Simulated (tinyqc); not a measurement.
How many bands a k.p model needs: band 5 from Gamma to K: k.p theory built from an empirical-pseudopotential calculation at Gamma.

Empirical pseudopotential on the fcc lattice, atoms at +/- tau, tau = a (1,1,1)/8, no spin-orbit coupling. H(G,G') = c (2 pi/a)^2 |k + G|^2 delta + VS(q) cos(q.tau) + i VA(q) sin(q.tau), q = G - G', c = hbar^2/2m0; k and G in units of 2 pi/a; VS at |q|^2 = 3, 8, 11 and VA at 3, 4, 11, in rydberg, zero elsewhere. The basis is fixed: all 113 G with |G|^2 up to Gcut. Energies are counted from the fourth level at Gamma.

k.p in the lowest n states at Gamma: H_nm = (E_n + c k^2) delta + 2 c k.<n|G|m>, k in 1/angstrom; with all states of the basis it is exact.

Constants: hbar^2/2m0 = 3.80998211 eV angstrom^2; Ry = 13.60569312 eV.

Parameters, chosen for this exercise (near those of GaAs; the results hold for these values, not for the real material):
```
symbol  value                   unit        meaning
a       5.654                   angstrom    lattice constant
VS      (-0.232, 0.009, 0.059)  Ry          symmetric form factors
VA      (0.072, 0.049, 0.012)   Ry          antisymmetric form factors
Gcut    20                      (2 pi/a)^2  largest |G|^2 of the fixed basis
```

Band 5 (counted from below) at k = f (0.75, 0.75, 0) 2 pi/a; n ends on whole multiplets.

Energies (eV):
```
f      n = 8  n = 15  n = 27  n = 113 (exact)
0.000  1.302   1.302   1.302            1.302
0.125  2.016   2.003   2.001            2.001
0.250  2.865   2.780   2.773            2.772
0.375  3.552   3.284   3.269            3.266
0.500  4.252   3.558   3.537            3.530
0.625  5.056   3.512   3.493            3.476
0.750  5.999   3.200   3.184            3.151
0.875  7.095   2.814   2.797            2.744
1.000  8.349   2.476   2.456            2.377
```

With n = 8 the band stays within 0.05 eV of the exact one up to f = 0.125 (error at K: +5.971 eV). With n = 15 the band stays within 0.05 eV of the exact one up to f = 0.750 (error at K: +0.099 eV). With n = 27 the band stays within 0.05 eV of the exact one up to f = 0.750 (error at K: +0.078 eV). A smaller basis can only raise a level. The exact band has its minimum on these points at f = 0.000; n = 8 puts it at f = 0.000.

tinyqc: `OMP_NUM_THREADS=1 python tinyqc.py 1050383 1050384 out.jsonl`; about 0.7 s, one thread, shared Intel(R) Xeon(R) Processor @ 2.30GHz.
